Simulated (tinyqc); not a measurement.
Harmonic frequencies on the UHF/6-31g surface (energies and gradients from PySCF), for H2+, spin multiplicity 2, step by step. One step of it, computed by the program tinyqc.

Question. One row of the Hessian: 2Hz. Displace 2Hz by +/-0.005 bohr; H(k, :) = (g(+) - g(-)) / (2 delta).

optimised positions (bohr):
```
           x         y          z
1H  0.000000  0.000000  -0.308844
2H  0.000000  0.000000   1.658109
```

gradient at +delta (hartree/bohr):
```
             x           y            z
1H  0.00000000  0.00000000  -0.00041726
2H  0.00000000  0.00000000   0.00041726
```

gradient at -delta (hartree/bohr):
```
             x           y            z
1H  0.00000000  0.00000000   0.00046490
2H  0.00000000  0.00000000  -0.00046490
```

Give: row of the Hessian.

Answer.

row of the Hessian (hartree/bohr^2): 1Hx 0.00000, 1Hy 0.00000, 1Hz -0.08822, 2Hx 0.00000, 2Hy 0.00000, 2Hz 0.08822
